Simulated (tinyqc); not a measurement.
# p-n diode, drift-diffusion by the Gummel loop with Scharfetter-Gummel fluxes, step by step

Computed by the program tinyqc: `OMP_NUM_THREADS=1 python tinyqc.py 2240031 2240032 out.jsonl`, one thread of a shared Intel Xeon 2.30GHz, about 0.2 s for the whole run. Printed values are rounded.

Abrupt junction at x = 0, p side from -Lp, n side to Ln, ohmic contacts. psi is counted from the intrinsic level; n = ni exp((psi - phin)/Vt), p = ni exp((phip - psi)/Vt). Contacts: p side psi = V - Vt ln(Na/ni), p = Na, n = ni^2/Na; n side psi = Vt ln(Nd/ni), n = Nd, p = ni^2/Nd. Constant mobilities, D = mu Vt, Boltzmann statistics, SRH recombination through a mid-gap level, U = (n p - ni^2)/(tp (n + ni) + tn (p + ni)). Current is positive from the p contact to the n contact.

Inputs (values chosen for the exercise); band and dielectric values close to those of germanium: temperature T = 300 K; band gap Eg = 0.66 eV; relative permittivity eps_r = 15.8; conduction-band density of states at T Nc = 1.06e19 cm^-3; valence-band density of states at T Nv = 6.09e18 cm^-3; acceptor density of the p side Na = 1.4e17 cm^-3; donor density of the n side Nd = 9.3e16 cm^-3; electron mobility mun = 2100 cm^2/(V s); hole mobility mup = 1100 cm^2/(V s); SRH lifetime of electrons tn = 3e-10 s; SRH lifetime of holes tp = 4e-10 s; uniform generation rate G = 0 cm^-3 s^-1; bias of the p contact V = 0.16 V.

Constants: q = 1.602176634e-19 C, kB = 1.380649e-23 J/K, Vt = kB T/q, eps0 = 8.8541878128e-14 F/cm where lengths are in cm. Results are converted to the units shown.

## Intrinsic density and built-in voltage

ni = sqrt(Nc Nv) exp(-Eg/(2 Vt)), Eg in volts; Vbi = Vt ln(Na Nd/ni^2).

ni = 2.29724e13 cm^-3
Vbi = 0.440031 V

## Round 1: Poisson equation

| node | x (nm) | phin at the start (V) | phip at the start (V) |
|---|---|---|---|
| 0 | -2200 | 0.16 | 0.16 |
| 1 | -1220 | 0 | 0.16 |
| 2 | -664 | 0 | 0.16 |
| 3 | -350 | 0 | 0.16 |
| 4 | -173 | 0 | 0.16 |
| 5 | -72.6 | 0 | 0.16 |
| 6 | -16 | 0 | 0.16 |
| 7 | 16 | 0 | 0.16 |
| 8 | 69 | 0 | 0.16 |
| 9 | 157 | 0 | 0.16 |
| 10 | 302 | 0 | 0.16 |
| 11 | 542 | 0 | 0.16 |
| 12 | 941 | 0 | 0.16 |
| 13 | 1600 | 0 | 0 |

With phin and phip held, solve a_i (psi_(i+1) - psi_i) - a_(i-1) (psi_i - psi_(i-1)) + q w_i (p_i - n_i + C_i) = 0 for the inner nodes by Newton steps to convergence; a_i = eps0 eps_r/h_i, h_i = x_(i+1) - x_i, w_i = (h_(i-1) + h_i)/2, C = -Na or +Nd.

| node | psi (V) | n after Poisson (cm^-3) | p after Poisson (cm^-3) |
|---|---|---|---|
| 0 | -0.065303 | 3.76949e9 | 1.4e17 |
| 1 | -0.065303 | 1.83721e12 | 1.40002e17 |
| 2 | -0.065303 | 1.83721e12 | 1.40002e17 |
| 3 | -0.065303 | 1.83721e12 | 1.40002e17 |
| 4 | -0.065291 | 1.83810e12 | 1.39934e17 |
| 5 | -0.064206 | 1.91687e12 | 1.34184e17 |
| 6 | -0.033988 | 6.16931e12 | 4.16923e16 |
| 7 | 0.142712 | 5.73659e15 | 4.48373e13 |
| 8 | 0.210140 | 7.78772e16 | 3.30280e12 |
| 9 | 0.214624 | 9.26263e16 | 2.77689e12 |
| 10 | 0.214728 | 9.29995e16 | 2.76574e12 |
| 11 | 0.214729 | 9.30028e16 | 2.76565e12 |
| 12 | 0.214729 | 9.30028e16 | 2.76565e12 |
| 13 | 0.214728 | 9.3e16 | 5.67451e9 |

## Round 1: electron continuity

With psi and p held, F_i = (mun Vt/h_i) [n_(i+1) B(d_i) - n_i B(-d_i)], d_i = (psi_(i+1) - psi_i)/Vt, B(d) = d/(exp(d) - 1); solve F_i - F_(i-1) = w_i [(n_i p_i - ni^2)/den_i - G] for the new n, with den = tp (n + ni) + tn (p + ni) taken at the old n and p, h_i = x_(i+1) - x_i, w_i = (h_(i-1) + h_i)/2; phin = psi - Vt ln(n/ni).

| node | new n (cm^-3) | phin after round 1 (V) |
|---|---|---|
| 0 | 3.76949e9 | 0.160000 |
| 1 | 5.74167e11 | 0.030068 |
| 2 | 1.04727e12 | 0.014530 |
| 3 | 1.40193e12 | 0.006990 |
| 4 | 1.63988e12 | 0.002950 |
| 5 | 1.86185e12 | 0.000753 |
| 6 | 6.16077e12 | 0.000036 |
| 7 | 5.73620e15 | 0.000002 |
| 8 | 7.78726e16 | 0.000002 |
| 9 | 9.26210e16 | 0.000001 |
| 10 | 9.29946e16 | 0.000001 |
| 11 | 9.29986e16 | 0.000001 |
| 12 | 9.30000e16 | 0.000001 |
| 13 | 9.3e16 | 0.000000 |

## Round 1: hole continuity

With psi and the new n held, F_i = (mup Vt/h_i) [p_(i+1) B(-d_i) - p_i B(d_i)], d_i = (psi_(i+1) - psi_i)/Vt, B(d) = d/(exp(d) - 1); solve F_i - F_(i-1) = w_i [(n_i p_i - ni^2)/den_i - G] for the new p, with den = tp (n + ni) + tn (p + ni) taken at the new n and the old p, h_i = x_(i+1) - x_i, w_i = (h_(i-1) + h_i)/2; phip = psi + Vt ln(p/ni).

| node | new p (cm^-3) | phip after round 1 (V) |
|---|---|---|
| 0 | 1.4e17 | 0.160000 |
| 1 | 1.39995e17 | 0.159999 |
| 2 | 1.39992e17 | 0.159998 |
| 3 | 1.39989e17 | 0.159998 |
| 4 | 1.39921e17 | 0.159998 |
| 5 | 1.34171e17 | 0.159997 |
| 6 | 4.16881e16 | 0.159997 |
| 7 | 4.48109e13 | 0.159985 |
| 8 | 3.24412e12 | 0.159537 |
| 9 | 2.50022e12 | 0.157287 |
| 10 | 2.11996e12 | 0.153126 |
| 11 | 1.59170e12 | 0.145718 |
| 12 | 8.91256e11 | 0.130725 |
| 13 | 5.67451e9 | 0.000000 |

## Course of the Gummel loop

Stop when phin and phip change by less than 1e-8 V, or after 80 rounds. J = Jn at the p contact + Jp at the n contact + q sum w_i U_i - q G sum w_i over the inner nodes, which avoids differences of large majority fluxes: Jn = (q mun Vt/h_0)[n_1 B(d_0) - n_0 B(-d_0)], Jp = (q mup Vt/h_last)[p_(N-1) B(d_last) - p_N B(-d_last)], d_i = (psi_(i+1) - psi_i)/Vt, B(d) = d/(exp(d) - 1), w_i = (h_(i-1) + h_i)/2.

Course of the iteration:

| round | J (A/cm^2) | largest change of phin, phip (V) |
|---|---|---|
| 1 | 0.363491 | 0.0301 |
| 2 | 0.363477 | 6.22e-7 |
| 3 | 0.363478 | 4.39e-8 |
| 4 | 0.363478 | 2.45e-12 |

Converged in 4 rounds.

## Recombination and current

| node | converged psi (V) | converged n (cm^-3) | converged p (cm^-3) |
|---|---|---|---|
| 0 | -0.065303 | 3.76949e9 | 1.4e17 |
| 1 | -0.065304 | 5.74131e11 | 1.40001e17 |
| 2 | -0.065305 | 1.04719e12 | 1.40001e17 |
| 3 | -0.065305 | 1.40182e12 | 1.40001e17 |
| 4 | -0.065293 | 1.63973e12 | 1.39934e17 |
| 5 | -0.064208 | 1.86169e12 | 1.34183e17 |
| 6 | -0.033990 | 6.16032e12 | 4.16914e16 |
| 7 | 0.142711 | 5.73614e15 | 4.48116e13 |
| 8 | 0.210142 | 7.78768e16 | 3.24397e12 |
| 9 | 0.214625 | 9.26260e16 | 2.50010e12 |
| 10 | 0.214729 | 9.29989e16 | 2.11986e12 |
| 11 | 0.214730 | 9.30016e16 | 1.59164e12 |
| 12 | 0.214729 | 9.30009e16 | 8.91236e11 |
| 13 | 0.214728 | 9.3e16 | 5.67451e9 |

U_i as defined. J = Jn at the p contact + Jp at the n contact + q sum w_i U_i - q G sum w_i over the inner nodes, which avoids differences of large majority fluxes: Jn = (q mun Vt/h_0)[n_1 B(d_0) - n_0 B(-d_0)], Jp = (q mup Vt/h_last)[p_(N-1) B(d_last) - p_N B(-d_last)], d_i = (psi_(i+1) - psi_i)/Vt, B(d) = d/(exp(d) - 1), w_i = (h_(i-1) + h_i)/2.

| node | U (cm^-3 s^-1) |
|---|---|
| 0 | 0 |
| 1 | 1.90047e21 |
| 2 | 3.47670e21 |
| 3 | 4.65831e21 |
| 4 | 5.45103e21 |
| 5 | 6.18992e21 |
| 6 | 2.04619e22 |
| 7 | 1.10379e23 |
| 8 | 8.08854e21 |
| 9 | 6.23317e21 |
| 10 | 5.28310e21 |
| 11 | 3.96316e21 |
| 12 | 2.21293e21 |
| 13 | 0 |

Jn at the p contact = 0.0506243 A/cm^2
Jp at the n contact = 0.0612263 A/cm^2
recombination = 0.251627 A/cm^2
generation = 0 A/cm^2
J = 0.363478 A/cm^2

A 500-node mesh gives J = 0.4777 A/cm^2; this mesh differs from it by -0.11 A/cm^2 (-24 %).
